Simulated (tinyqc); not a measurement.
Changing the stress sigma (tension positive): Raman shift of the zone-centre optical phonon of a diamond-structure crystal under stress. Computed by tinyqc, a small Python program. Command: `OMP_NUM_THREADS=1 python tinyqc.py 3025915 3025916 out.jsonl ramanstress sweep`. One thread of a shared host (Intel(R) Xeon(R) Processor @ 2.30GHz), about 0.01 s of CPU time with the checks.

Axes x, y, z are the cube axes. Strain shifts the threefold optical mode and can split it; p, q and r are the phonon deformation potentials.

Inputs (values chosen for the exercise, for a model crystal):
```
quantity                             value      unit
unstrained frequency omega_0           598      1/cm
p/omega_0^2                          -2.33         -
q/omega_0^2                          -1.66         -
r/omega_0^2                         -0.838         -
C11                                    264       GPa
C12                                   84.4       GPa
C44                                    128       GPa
polarisation angle phi                  75    degree
temperature coefficient d omega/dT  -0.021  1/(cm K)
local temperature T                    330         K
laser wavelength                     457.9        nm
```

Stress state: biaxial. Axis: [110].

Constants: h = 6.62607015e-34 J s; c = 299792458 m/s; k_B = 1.380649e-23 J/K.

Method:
- S11 = (C11 + C12)/D, S12 = -C12/D, D = (C11 - C12)(C11 + 2 C12), S44 = 1/C44.
- Equal biaxial stress in the plane normal to the axis (unit vector n): sigma_ij = sigma (delta_ij - n_i n_j).
- eps_xx = S11 sigma_xx + S12 (sigma_yy + sigma_zz), and cyclic; eps_xy = S44 sigma_xy/2 (tensor strain).
- Secular matrix: M_xx = p eps_xx + q (eps_yy + eps_zz), M_xy = 2 r eps_xy; its eigenvalues are omega^2 - omega_0^2, and the shifts are these over 2 omega_0.
- gamma = -(p + 2q)/(6 omega_0^2); the mean of the three shifts is -gamma omega_0 x (volume strain).
- Backscattering from a (001) surface: incident polarisation (cos phi, sin phi, 0). With Raman tensors (R_z)_xy = (R_z)_yx = 1 and cyclic, only the z component u_z of a mode counts: I = u_z^2 sin^2(2 phi) for parallel and u_z^2 cos^2(2 phi) for crossed polarisers. An unresolved line sits at the intensity-weighted shift, which is M_zz/(2 omega_0).
- A temperature above 300 K shifts the line by (d omega/dT)(T - 300 K); divided by the shift per stress it poses as a stress; the total shift adds it to the shift of the observed line. The anti-Stokes to Stokes ratio is [(omega_L + omega_0)/(omega_L - omega_0)]^3 exp(-h c omega_0/(k_B T)) in photon counts, omega_L = 1/wavelength, resonance effects left out.

One run for each value; columns: (1) stress sigma (tension positive) (GPa); (2) shift of the observed line (1/cm); (3) mean shift (1/cm); (4) volume strain (per mille); (5) total shift (1/cm):
```
(1)        (2)      (3)      (4)      (5)
-2.40   7.1376   6.2453  -11.091   6.5076
-1.70   5.0558   4.4237   -7.856   4.4258
-1.00   2.9740   2.6022   -4.621   2.3440
-0.34   1.0112   0.8847   -1.571   0.3812
0.34   -1.0112  -0.8847    1.571  -1.6412
1.00   -2.9740  -2.6022    4.621  -3.6040
1.70   -5.0558  -4.4237    7.856  -5.6858
2.40   -7.1376  -6.2453   11.091  -7.7676
```

Describe and explain the trends.

Over the rows, shift of the observed line (1/cm) falls from 7.14 to -7.14; mean shift (1/cm) falls from 6.25 to -6.25; volume strain (per mille) rises from -11.1 to 11.1. All stress shifts are linear and odd in sigma; the total is offset by the thermal shift, -0.630 per cm, and passes zero between sigma = -0.34 and 0.34 GPa, where stress and heating cancel.

Caution (all rows): this stress has components normal to the (001) face, so it cannot reach a free (001) surface; it can act on buried material.

Extremes, crossings and ranges named in words are read from the listed rows.
